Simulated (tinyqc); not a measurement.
Worked calculation: empirical pseudopotential in a few plane waves. One step of it, computed by the program tinyqc.

Question. Levels at k. Diagonalise the Hermitian matrix.

H(k) at k (eV), lower triangle (Hermitian):
```
                     +0+0+0               -1-1-1               -1-1+1               -1+1-1
+0+0+0             0.272556
-1-1-1   2.193515-0.384827i            14.909807
-1-1+1  -2.193515-0.384827i   0.000000+1.170090i            10.871945
-1+1-1  -2.193515-0.384827i   0.000000+1.170090i             0.380959            15.919273
-1+1+1  -2.193515+0.384827i            -0.380959   0.000000+1.170090i   0.000000+1.170090i
+1-1-1  -2.193515-0.384827i   0.000000+1.170090i             0.380959             0.380959
+1-1+1  -2.193515+0.384827i            -0.380959   0.000000+1.170090i             0.000000
+1+1-1  -2.193515+0.384827i            -0.380959             0.000000   0.000000+1.170090i
+1+1+1   2.193515+0.384827i             0.000000            -0.380959            -0.380959
-2+0+0   0.000000-1.170090i  -2.193515+0.384827i  -2.193515-0.384827i  -2.193515-0.384827i
+0-2+0   0.000000-1.170090i  -2.193515+0.384827i  -2.193515-0.384827i   0.769654-0.048103i
+0+0-2   0.000000-1.170090i  -2.193515+0.384827i   0.769654-0.048103i  -2.193515-0.384827i
+0+0+2   0.000000+1.170090i  -0.769654-0.048103i   2.193515+0.384827i  -0.769654+0.048103i
+0+2+0   0.000000+1.170090i  -0.769654-0.048103i  -0.769654+0.048103i   2.193515+0.384827i
+2+0+0   0.000000+1.170090i  -0.769654-0.048103i  -0.769654+0.048103i  -0.769654+0.048103i

                     -1+1+1               +1-1-1               +1-1+1               +1+1-1
-1+1+1            11.881410
+1-1-1             0.000000            13.900342
+1-1+1             0.380959   0.000000+1.170090i             9.862479
+1+1-1             0.380959   0.000000+1.170090i             0.380959            14.909807
+1+1+1   0.000000+1.170090i            -0.380959   0.000000+1.170090i   0.000000+1.170090i
-2+0+0   2.193515-0.384827i   0.769654-0.048103i  -0.769654-0.048103i  -0.769654-0.048103i
+0-2+0  -0.769654-0.048103i  -2.193515-0.384827i   2.193515-0.384827i  -0.769654-0.048103i
+0+0-2  -0.769654-0.048103i  -2.193515-0.384827i  -0.769654-0.048103i   2.193515-0.384827i
+0+0+2  -2.193515+0.384827i  -0.769654+0.048103i  -2.193515+0.384827i   0.769654+0.048103i
+0+2+0  -2.193515+0.384827i  -0.769654+0.048103i   0.769654+0.048103i  -2.193515+0.384827i
+2+0+0   0.769654+0.048103i   2.193515+0.384827i  -2.193515+0.384827i  -2.193515+0.384827i

                     +1+1+1     -2+0+0     +0-2+0     +0+0-2
+1+1+1            10.871945
-2+0+0  -0.769654+0.048103i  18.106448
+0-2+0  -0.769654+0.048103i   0.380959  16.087517
+0+0-2  -0.769654+0.048103i   0.380959   0.380959  21.134845
+0+0+2  -2.193515-0.384827i  -0.380959  -0.380959   0.000000
+0+2+0  -2.193515-0.384827i  -0.380959   0.000000  -0.380959
+2+0+0  -2.193515-0.384827i   0.000000  -0.380959  -0.380959

           +0+0+2     +0+2+0     +2+0+0
+0+0+2  13.059120
+0+2+0   0.380959  18.106448
+2+0+0   0.380959   0.380959  16.087517
```

Give: eigenvalues.

Answer.

eigenvalues (eV): -3.247  6.569  7.485  7.525  11.433  12.247  13.255  13.293  15.469  16.268  18.044  20.118  21.444  21.680  24.399
